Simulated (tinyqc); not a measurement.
Worked calculation: trap in a gate oxide as a short-range spherical well. Values are carried at full precision from step to step, so a last printed digit may differ when a step is redone from the rounded ones.

A spherical well of radius R and depth V0 below the conduction edge, one mass m, c = hbar^2/2m0. The s level at binding Et solves k cot(k R) = -kappa with k = sqrt(m (V0 - Et)/c), kappa = sqrt(m Et/c); it exists for V0 > Vc = c (pi/2R)^2/m. Outside, psi falls as exp(-kappa r)/r.

Constants: hbar^2/2m0 = 3.80998211 eV angstrom^2; fine-structure constant alpha = 0.007297352564; hc = 1239.841984 eV nm; kB = 8.617333262e-05 eV/K.

Values chosen for the exercise (near those of HfO2 on Si; not measured data): R = 3.5 angstrom (radius of the well); V0 = 7.31 eV (depth of the well); m = 0.195 m0 (mass); n_r = 1.86 (refractive index); dEc = 1.45 eV (conduction offset to the channel); Fox = 3.7 MV/cm (oxide field, lowering levels away from the channel); t0 = 0.34 x 1e-11 s (time constant at the interface); T = 300 K (temperature); EF = 0.06 eV (Fermi level above the channel edge); x = 15 angstrom (depth of the trap).

## The bound level

Solve for Et; the share outside is [sin^2(kR)/(2 kappa)]/[sin^2(kR)/(2 kappa) + R/2 - sin(2kR)/(4k)].

Et = 1.1115 eV
k = 0.5632 1/angstrom
kappa = 0.2385 1/angstrom
share outside = 0.462
Vc = 3.935 eV

The well is 1.86 times the critical depth. Since dEt/dV0 equals the share inside, 0.54, a 1 % change of V0 moves Et by 3.5 %. The decay length is 4.2 angstrom, 1.2 times R.

## Peak of the photo-ionisation cross-section

Lucovsky model (delta well, plane-wave final states, no local-field factor): sigma = (32 pi alpha c/(3 n_r m Et)) (x - 1)^(3/2)/x^3, x = h nu/Et, c = hbar^2/2m0; 1 angstrom^2 = 1e-16 cm^2.

The maximum lies at x = 2. Give the photon energy, its wavelength and sigma there.

h nu = 2.223 eV
wavelength = 558 nm
sigma = 28.9 x 1e-18 cm^2

With 46 % of the state outside the well the delta-well form is only a rough model of this centre.

## Level, tunnelling time and occupation

Energies from the conduction edge of the channel. The trap level at depth x is E_T = dEc - Et - e Fox x (1 MV/cm = 0.01 eV/angstrom). An electron at the channel edge tunnels with the WKB exponent S = (4/3) sqrt(m/c) [dEc^(3/2) - (dEc - e Fox x)^(3/2)]/(e Fox), c = hbar^2/2m0; tau = t0 exp(S); the occupation is f = 1/(1 + exp((E_T - EF)/kB T)), tau_c = tau/f and tau_e = tau/(1 - f). Lattice relaxation is left out; a level below the channel edge needs phonons as well, so tau is then a lower bound, while a level above it can also empty elastically at its own energy, through a thinner barrier, faster than this tau.

Give E_T, S, tau and ln(tau_c/tau_e) = (E_T - EF)/kB T.

E_T = -0.217 eV
S = 7.332
tau = 5.20e-09 s
ln(tau_c/tau_e) = -10.7

The level lies 11 kB T below EF, so the trap is mostly filled. A flat barrier would give S = 2 sqrt(m dEc/c) x = 8.17.

## Checks

- Et from the radial equation on a grid against the matching condition, eV: both 1.11.

Program tinyqc; command `OMP_NUM_THREADS=1 python tinyqc.py 1282445 1282446 out.jsonl`; about 0.01 s on one thread of a shared Intel(R) Xeon(R) Processor @ 2.30GHz.
